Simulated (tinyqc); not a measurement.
Inside a calculation. Method: empirical pseudopotential in a few plane waves. One step of it, computed by the program tinyqc.

Question. Bloch Hamiltonian at G. Basis: the 15 shortest G (labels in 2 pi/a), the same at every k. H(G,G') = c |k + G|^2 delta + VS(|G-G'|^2) cos((G-G').tau) + i VA sin((G-G').tau), tau = a/8 (1,1,1); 1 Ry = 13.605693 eV.

Parameters chosen for this model: fcc lattice, atoms at +/- a/8 (1,1,1); form factors in rydberg at |G|^2 in units of (2 pi/a)^2:
```
parameter,value,unit
a,5.940000,angstrom
VS(3),-0.248000,Ry
VS(8),-0.007000,Ry
VS(11),0.040000,Ry
VA(3),0,Ry
VA(4),0,Ry
VA(11),0,Ry
hbar^2/2m (2 pi/a)^2,4.262945,eV
```

k point G (2 pi / a): 0  0  0

Give: H(k) at G.

Answer.

H(k) at G (eV), lower triangle:
```
,+0+0+0,-1-1-1,-1-1+1,-1+1-1,-1+1+1,+1-1-1,+1-1+1,+1+1-1,+1+1+1,-2+0+0,+0-2+0,+0+0-2,+0+0+2,+0+2+0,+2+0+0
+0+0+0,0.0000
-1-1-1,2.3859,12.7888
-1-1+1,-2.3859,0.0000,12.7888
-1+1-1,-2.3859,0.0000,-0.0952,12.7888
-1+1+1,-2.3859,0.0952,0.0000,0.0000,12.7888
+1-1-1,-2.3859,0.0000,-0.0952,-0.0952,0.0000,12.7888
+1-1+1,-2.3859,0.0952,0.0000,0.0000,-0.0952,0.0000,12.7888
+1+1-1,-2.3859,0.0952,0.0000,0.0000,-0.0952,0.0000,-0.0952,12.7888
+1+1+1,2.3859,0.0000,0.0952,0.0952,0.0000,0.0952,0.0000,0.0000,12.7888
-2+0+0,0.0000,-2.3859,-2.3859,-2.3859,2.3859,0.3848,-0.3848,-0.3848,-0.3848,17.0518
+0-2+0,0.0000,-2.3859,-2.3859,0.3848,-0.3848,-2.3859,2.3859,-0.3848,-0.3848,-0.0952,17.0518
+0+0-2,0.0000,-2.3859,0.3848,-2.3859,-0.3848,-2.3859,-0.3848,2.3859,-0.3848,-0.0952,-0.0952,17.0518
+0+0+2,0.0000,-0.3848,2.3859,-0.3848,-2.3859,-0.3848,-2.3859,0.3848,-2.3859,0.0952,0.0952,0.0000,17.0518
+0+2+0,0.0000,-0.3848,-0.3848,2.3859,-2.3859,-0.3848,0.3848,-2.3859,-2.3859,0.0952,0.0000,0.0952,-0.0952,17.0518
+2+0+0,0.0000,-0.3848,-0.3848,-0.3848,0.3848,2.3859,-2.3859,-2.3859,-2.3859,0.0000,0.0952,0.0952,-0.0952,-0.0952,17.0518
```
